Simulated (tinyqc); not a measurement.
Inside a calculation. Model: nucleation and growth of vacancy voids in a cooling silicon-like crystal. Computed by tinyqc, a small Python program that keeps every step. Command: `OMP_NUM_THREADS=1 python tinyqc.py 3019232 3019233 out.jsonl voids walk`. One thread of a shared host (Intel(R) Xeon(R) Processor @ 2.30GHz), about 0.4 s of CPU time with the checks. Intermediate numbers are printed to about 6 digits and carried at full precision; extremes and crossings named in words are read from the listed rows.

Spherical voids; vacancies are lost only to voids.

Inputs (values chosen for the exercise, for a model crystal):
```
quantity                                    value    unit
vacancy density at the melting point C_m  5.6e+14  1/cm^3
formation energy E_f                          3.7      eV
melting point T_m                            1685       K
diffusion prefactor D0                    0.00036  cm^2/s
migration energy E_m                         0.37      eV
site density rho                            5e+22  1/cm^3
void surface energy gamma                   0.891   J/m^2
cooling rate q                                 12   K/min
vacancy excess C0                         7.2e+13  1/cm^3
temperature of the worked step T             1360       K
temperature step                              0.2       K
```

Vacancy supply: given.

Constants: k_B = 8.617333262e-05 eV/K; k_B = 1.380649e-23 J/K; e = 1.602176634e-19 C.

## Vacancy excess

C = C0 as given.

initial excess C = 7.20e+13 1/cm^3

## Nucleation rate at T with the initial excess

C_e = C_m exp[-(E_f/k_B)(1/T - 1/T_m)]; D = D0 exp(-E_m/(k_B T)); f = k_B T ln(C/C_e); r* = 2 gamma/(rho f); W* = 16 pi gamma^3/(3 rho^2 f^2); Z = f/sqrt(12 pi W* k_B T); I = rho Z (4 pi r* D C) exp(-W*/(k_B T)).

C_e = 1.26941e+12 1/cm^3

D = 1.53174e-05 cm^2/s

driving force f = 0.473250 eV

critical radius r* = 0.470042 nm

W*/(k_B T) = 43.9155

rate I = 273697 1/(cm^3 s)

Cooling by 10 K multiplies I by 46: nucleation switches on within a narrow range of temperature.

## Cooling through the nucleation range

March down from 1500 K in steps dT, dt = dT/q, with values at the upper end of each step: a class of I dt voids is born with r*; then all classes grow by r^2 += 2 D (C - C_e) dt/rho; C falls by the vacancies added to voids. Stop at 1150 K. T_n is the T of the largest I, N the final count (classes under 1e-6 /cm^3 are dropped), and the mean radius the number average.

Rows around the peak of I:
```
T (K)    C (1/cm^3)  C_e (1/cm^3)  I (1/(cm^3 s))  voids (1/cm^3)  mean radius (nm)
1383.6  7.20000e+13   2.17507e+12     2.28276e+00     1.75432e+01            5.6522
1373.6  7.19996e+13   1.73523e+12     5.52339e+02     5.02585e+03            6.0179
1363.6  7.19401e+13   1.37975e+12     5.86565e+04     6.31870e+05            6.3984
1358.6  7.14469e+13   1.22878e+12     4.06407e+05     5.11968e+06            6.6978
1355.6  7.01694e+13   1.14577e+12     8.99978e+05     1.45463e+07            7.1107
1353.6  6.83048e+13   1.09339e+12     1.09278e+06     2.46733e+07            7.6405
1351.6  6.52854e+13   1.04325e+12     8.91561e+05     3.50270e+07            8.4856
1349.6  6.11409e+13   9.95277e+11     4.64856e+05     4.20396e+07            9.6499
1347.6  5.62260e+13   9.49376e+11     1.59039e+05     4.51392e+07           10.9841
1344.6  4.83307e+13   8.84230e+11     1.63071e+04     4.62078e+07           12.8622
1341.6  4.06647e+13   8.23292e+11     8.36547e+02     4.62978e+07           14.3341
```

temperature of peak nucleation T_n = 1353.6 K

void density N = 4.63018e+07 1/cm^3

mean radius = 19.3201 nm

vacancies left at 1150 K = 9.36615e+09 1/cm^3

I rises as supersaturation builds and collapses once the first voids have drawn C down by 5 % at the peak. Nearly all the excess then goes into these voids: [3 C/(4 pi rho N)]^(1/3) = 19.5 nm.

## Cooling rate

The formulas are those given above.

At fixed C:
```
q (K/min)  T_n (K)   N (1/cm^3)  mean radius (nm)
1.2         1366.8  1.55072e+06           60.0603
3.0         1361.8  5.99449e+06           38.2409
6.0         1357.8  1.66646e+07           27.1797
12.0        1353.6  4.63018e+07           19.3201
24.0        1349.0  1.28533e+08           13.7364
48.0        1344.2  3.56276e+08            9.7707
120.0       1337.2  1.36557e+09            6.2361
```

Over the rows N goes as q^1.47 and the radius as q^-0.49, near the 3/2 and -1/2 of the scaling argument (depletion time 1/(4 pi N r D) equal to the time in the nucleation range, at fixed N r^3). T_n drops only 30 K for a factor 100 in q. Fast cooling gives many small voids, which an anneal can dissolve.

## Vacancy excess varied

The formulas are those given above.

At fixed q:
```
C (1/cm^3)  T_n (K)   N (1/cm^3)  mean radius (nm)
2.90e+13     1302.4  9.06976e+07           11.3863
4.30e+13     1324.2  6.77934e+07           14.3165
7.20e+13     1353.6  4.63018e+07           19.3201
1.20e+14     1383.6  3.17288e+07           26.0015
1.80e+14     1408.2  2.35072e+07           32.9120
```

More vacancies nucleate earlier (T_n rises by 106 K) and give fewer, larger voids: N goes as C^-0.74 and the radius as C^0.58, steeper than the -1/2 and +1/2 of the scaling argument at fixed D, because D rises with T_n.

Checks made by the program: Z against the curvature of W(n) (relative difference below 1e-10); N against a run with half the step (relative difference 2e-03).
